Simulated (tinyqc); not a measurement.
How far the series holds: five-level k.p model folded onto the conduction band.

For k along z and one spin sector the level c couples to four states. With c0 = hbar^2/2m0, P = sqrt(Ep c0), P2 = sqrt(Ep2 c0): diagonal Eg + (1 + Cm) c0 k^2 for c, and 0, -Dso, E7 + D2, E7 for lh, so, G8 up, G7 up (their own dispersion is left out); couplings of c: sqrt(2/3) P k to lh, sqrt(1/3) P k to so, sqrt(2/3) P2 k to G8 up, sqrt(1/3) P2 k to G7 up (phases chosen real).

Expanding E = H_cc + S(E) about Eg in powers of k^2, with s_n = sum_j H_cj^2/(Eg - H_jj)^n: order k^2: e2 = (1 + Cm) c0 k^2 + s1; order k^4: e4 = -s2 e2; order k^6: e6 = s3 e2^2 + s2^2 e2.

Constants: hbar^2/2m0 = 3.80998211 eV angstrom^2.

Values chosen for the exercise (near those of CdTe; the results hold for these values, not for the real material): Eg = 1.626 eV (gap at Gamma to the s-like level); Dso = 0.868 eV (spin-orbit splitting); Ep = 18.8 eV (Kane energy); E7 = 5.34 eV (upper Gamma7 conduction level, from the valence top); D2 = 0.32 eV (its spin-orbit splitting, Gamma8 above Gamma7); Ep2 = 2.3 eV (Kane energy to the upper levels); Cm = -0.5 (remote term in 1/m).

Energies from Eg; Pk/Eg measures the coupling.

Levels (eV):
```
k (1/angstrom)  Pk/Eg  to k^2   to k^4   to k^6   exact
0.0288          0.150  0.0320   0.0314   0.0315  0.0314
0.0659          0.343  0.1677   0.1513   0.1544  0.1538
0.1029          0.536  0.4088   0.3116   0.3568  0.3406
0.1400          0.729  0.7568   0.4235   0.7106  0.5660
0.1770          0.921  1.2097   0.3581   1.5306  0.8114
0.2141          1.114  1.7699  -0.0531   3.6197  1.0667
0.2511          1.307  2.4345  -1.0147   8.5435  1.3227
0.2882          1.500  3.2070  -2.7785  19.0719  1.5743
```

Within 2 % of the exact level stay: the k^2 term up to Pk/Eg = 0.15, the sum to k^4 up to Pk/Eg = 0.34, the sum to k^6 up to Pk/Eg = 0.34. In the last row the errors are +1633, -4353 and +17498 meV: higher orders make it worse, since the series in k^2 converges only for Pk below about Eg/2 in the two-level limit E = Eg/2 + sqrt(Eg^2/4 + P^2 k^2).

(tinyqc, `OMP_NUM_THREADS=1 python tinyqc.py 1051211 1051212 out.jsonl`, Intel(R) Xeon(R) Processor @ 2.30GHz, 1 thread, shared host, about 0.01 s.)
